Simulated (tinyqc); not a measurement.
Strained Delta valleys, repopulation and conductivity mass: two steps of the calculation.

A cubic crystal with three pairs of conduction valleys along x, y and z under uniaxial stress X along [110] (X > 0 is tension); current along [110]. Non-degenerate electrons, fixed total density, one relaxation time for all valleys and stresses, masses unchanged by strain, so the mobility goes as the mean inverse mass.

Values chosen for this exercise; values close to those of silicon:
- T = 325 K (temperature)
- Xu = 9.35 eV (shear deformation potential)
- ml = 0.906 m0 (longitudinal mass)
- mt = 0.186 m0 (transverse mass)

Constants: q = 1.602176634e-19 C, kB = 1.380649e-23 J/K, Vt = kB T/q. Results are converted to the units shown.

Question 1. Valley shifts and shares. Valley shift dE = Xu (n.e.n - trace(e)/3) with n the valley axis; share f proportional to exp(-dE/Vt).

strain (%):
```
            x           y            z
x  0.31020000  0.34925000   0.00000000
y  0.34925000  0.31020000   0.00000000
z  0.00000000  0.00000000  -0.24090000
```

Give: dE; share f.

Answer 1.

```
valley  dE (meV)  share f
x         17.176  0.12054
y         17.176  0.12054
z        -34.352  0.75891
```

The splitting is 51.5 meV, 1.8 Vt.

Question 2. Conductivity mass and mobility. Inverse mass along the current d = [110]: (n.d)^2/ml + (1 - (n.d)^2)/mt; mu/mu0 = sum f (1/m) over the plain mean of 1/m.

share f, valley x to z: 0.12054462  0.12054462  0.75891076

Give: 1/m along d; conductivity mass; unstrained value; mu/mu0.

Answer 2.

1/m along d, valley x to z (1/m0): 3.240  3.240  5.376
conductivity mass = 0.2057 m0
unstrained value = 0.2530 m0
mu/mu0 = 1.230

The possible range, all electrons in one kind of valley, is 0.820 to 1.36.

Range of the model: Shear strain also changes the transverse masses of these valleys, which is left out.

Computed by the program tinyqc: `OMP_NUM_THREADS=1 python tinyqc.py 2530008 2530009 out.jsonl`, one thread of a shared Intel Xeon 2.30GHz, about 0.01 s for the whole run.
